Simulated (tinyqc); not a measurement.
Expansion against temperature: quasi-harmonic thermal expansion with mode Grueneisen parameters. Computed by tinyqc, a small Python program. Command: `OMP_NUM_THREADS=1 python tinyqc.py 3009317 3009318 out.jsonl qha walk`. One thread of a shared host (Intel(R) Xeon(R) Processor @ 2.30GHz), about 0.02 s of CPU time with the checks.

A crystal with two atoms a cell; per atom there are 1 transverse acoustic (TA), 1/2 longitudinal acoustic (LA) and 3/2 optical (O) modes. Every frequency of group i scales as nu_i (V/V0)^(-gamma_i). The acoustic groups have Debye spectra, density 3 nu^2/nu_i^3 up to nu_i (40 Gauss-Legendre points); the optical group has one frequency. Static energy: E = (9 V0 B0/16) [y^3 B' + y^2 (2 - 4 y)], y = (V0/V)^(2/3) - 1, with pressure P_s = (3 B0/2) (z^7 - z^5) [1 + (3/4)(B' - 4)(z^2 - 1)], z = (V0/V)^(1/3).

Inputs (values chosen for the exercise, for a model crystal):

| quantity | value | unit |
|---|---|---|
| static volume V0 | 13.8 | angstrom^3/atom |
| static bulk modulus B0 | 42.4 | GPa |
| static B' | 3.89 | - |
| frequency nu_TA | 2.45 | THz |
| frequency nu_LA | 6.05 | THz |
| frequency nu_O | 6.98 | THz |
| Grueneisen parameter gamma_TA | -1 | - |
| Grueneisen parameter gamma_LA | 1.8 | - |
| Grueneisen parameter gamma_O | 1.7 | - |

Acoustic groups: Debye.

Constants: h x 1 THz = 4.135667696 meV; k_B = 8.617333262e-05 eV/K; 1 eV/angstrom^3 = 160.2176634 GPa.

Method:
- For a mode with x = h nu/(k_B T), n = 1/(exp(x) - 1): U = h nu (n + 1/2), C/k_B = x^2 n (n + 1); U_i and C_i sum these over group i with its weight per atom.
- Phonon pressure P_ph = sum_i gamma_i U_i/V.
- B_T = -V d(P_s + P_ph)/dV at fixed T (central difference, step 1e-4 V); alpha_V = sum gamma_i C_i k_B/(B_T V), all at V(T); the linear coefficient is alpha_L = alpha_V/3.
- V(T) solves P_s + P_ph = 0. The Grueneisen estimate uses C_i, V0 and B0 at the static volume; gamma_th = sum gamma_i C_i / sum C_i is taken at V(T).

Quasi-harmonic results:

| T (K) | V/V0 - 1 (%) | B_T (GPa) | alpha_L (ppm/K) | alpha_L, Grueneisen estimate | gamma_th |
|---|---|---|---|---|---|
| 20 | 1.1248 | 41.965 | -1.934 | -1.994 | -0.86654 |
| 40 | 1.1058 | 41.965 | -3.581 | -3.726 | -0.57929 |
| 70 | 1.0893 | 41.902 | 0.760 | 0.448 | 0.06786 |
| 100 | 1.1224 | 41.748 | 6.303 | 5.940 | 0.41330 |
| 150 | 1.2674 | 41.412 | 12.136 | 11.732 | 0.63264 |
| 220 | 1.5711 | 40.911 | 15.847 | 15.337 | 0.73147 |
| 300 | 1.9839 | 40.337 | 17.720 | 17.049 | 0.77150 |
| 450 | 2.8411 | 39.275 | 19.258 | 18.251 | 0.79724 |
| 700 | 4.3888 | 37.532 | 20.457 | 18.842 | 0.80911 |
| 1000 | 6.3779 | 35.472 | 21.463 | 19.059 | 0.81324 |

alpha_L is negative up to 40 K among these rows and changes sign before 70 K, once the LA and optical groups take up heat. gamma_th moves from -0.87, near gamma_TA = -1, to 0.81, near the average over all modes, 0.82, as the stiffer groups take up their share of C. B_T changes by -15.5 % over the table, and at the highest T the estimate at fixed V0 and B0 is off by -11.2 %. Rows with a volume change above 4 % are beyond the safe range of the quasi-harmonic model.

Extremes, crossings and ranges named in words are read from the listed rows.
